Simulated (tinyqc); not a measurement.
Berg model of reactive sputtering of a nitride or oxide: poisoning, hysteresis and pumping speed. From one set of inputs to another, one input at a time. Computed by tinyqc, a small Python program. Command: `OMP_NUM_THREADS=1 python tinyqc.py 3021420 3021421 out.jsonl berg ladder`. One thread of a shared host (Intel(R) Xeon(R) Processor @ 2.30GHz), about 0.04 s of CPU time with the checks.

A diatomic gas reacts with bare metal on the target and on the collecting surfaces; ions remove metal and compound from the target. theta_t and theta_c are the compound fractions.

The inputs printed are set A. Set A is close to those used for aluminium oxide; the values taken over come from a set close to those used for aluminium nitride. Inputs not listed in the table keep their values of set A, so the rows need not describe a real material.

Inputs (values chosen for the exercise, close to those used for aluminium oxide):
```
quantity                         value     unit
ion current density J               21  mA/cm^2
target area A_t                     71     cm^2
collecting area A_c               1700     cm^2
metal yield Y_m                   0.87        -
compound yield Y_c               0.034        -
sticking coefficient alpha        0.46        -
reactive atoms per metal atom z    1.5        -
gas mass M                          32        u
pumping speed S                    410      l/s
gas temperature T                  300        K
reactive partial pressure P      0.036       Pa
```

Constants: e = 1.602176634e-19 C; u = 1.6605390666e-27 kg; k_B = 1.380649e-23 J/K.

Method. Ion flux j = J/e; gas flux F = P/sqrt(2 pi M k_B T). Target: (2/z) alpha F (1 - theta_t) = j Y_c theta_t. Sputtered flows F_c = j Y_c theta_t A_t, F_m = j Y_m (1 - theta_t) A_t. Collector: (2/z) alpha F (1 - theta_c) A_c + F_c (1 - theta_c) = F_m theta_c. Gas use Q = alpha F [(1 - theta_t) A_t + (1 - theta_c) A_c] + P S/(k_B T); 1 sccm = 4.4780e17 molecules/s. Rate R = F_m + F_c, given relative to j Y_m A_t. P is a single-valued function of the flow Q only if dQ/dP > 0 everywhere: S must exceed k_B T times the steepest fall of the surface terms with P.

Each row keeps all changes above it:
```
input moved                        from      to  critical pumping speed (l/s)  rate relative to clean metal  theta_c
set A                                 -       -                        492.99                       0.10617  0.99445
ion current density J (mA/cm^2)      21      18                        492.99                       0.09716  0.99587
compound yield Y_c                0.034    0.17                        198.50                       0.39122  0.98371
collecting area A_c (cm^2)         1700    5400                        368.00                       0.39122  0.99478
pumping speed S (l/s)               410     400                        368.00                       0.39122  0.99478
target area A_t (cm^2)               71     150                        532.59                       0.39122  0.98907
reactive partial pressure P (Pa)  0.036  0.0091                        532.59                       0.64594  0.90930
metal yield Y_m                    0.87    0.96                        579.47                       0.63788  0.90085
```

Critical pumping speed goes from 493 to 579, a factor 1.18 in all. The largest single move comes from compound yield Y_c (a factor 0.403), but it runs against the net change; the largest move in the direction of the net change is collecting area A_c (a factor 1.85). Rate relative to clean metal goes from 0.106 to 0.638, a factor 6.01 in all. The largest single move comes from compound yield Y_c (a factor 4.03). theta_c goes from 0.994 to 0.901, a factor 0.906 in all. The largest single move comes from reactive partial pressure P (a factor 0.919), and collecting area A_c works against it (a factor 1.011). The single moves hold for this order of the switches; the total does not depend on the order.

Caution (rows reactive partial pressure P, metal yield Y_m): here dQ/dP is negative, a branch that flow control cannot hold.

Extremes, crossings and ranges named in words are read from the listed rows.
